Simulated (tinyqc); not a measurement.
X-ray reflectivity of a thin film on silicon: critical angles, Parratt recursion, fringes and roughness: one step, computed by the program tinyqc. Command: `OMP_NUM_THREADS=1 python tinyqc.py 3120580 3120581 out.jsonl xrr walk`. One thread of a shared host (Intel(R) Xeon(R) Processor @ 2.30GHz), about 0.01 s of CPU time with the checks.

n = 1 - delta + i beta; the classical electron radius is r_e = 2.8179403e-6 nm. Layer 0 is vacuum, 1 the film, 2 the substrate.

Question. Fringe period, contrast and decay. Far above the critical angle the period is d theta = lambda/(2 d), or 2 pi/d in q; the envelope runs between (|r_01| - |r_12 p|)^2 and (|r_01| + |r_12 p|)^2; contrast = 2 a b/(a^2 + b^2) with a = |r_01|, b = |r_12 p|; roughness factors on the amplitudes are about exp(-q^2 sigma^2/2).

Inputs (values chosen for the exercise, modelled on tungsten on silicon, copper K-alpha radiation):
```
quantity,value,unit
wavelength lambda,0.15406,nm
film thickness d,67.6,nm
roughness of the surface sigma_1,0.99,nm
roughness of the interface sigma_2,0.76,nm
```

1000 r_01 = 2.521005-0.272867i

1000 r_12 = -6.414867+0.721543i

p = 0.3340218-0.2093627i

q = 4 pi sin(theta)/lambda = 2.377127 1/nm

Give: period in theta; period in q; contrast; roughness factor, surface; roughness factor, interface.

Answer.

period in theta = 0.065288 degrees

period in q = 0.092947 1/nm

contrast = 0.99999

roughness factor, surface = 0.062716

roughness factor, interface = 0.19555
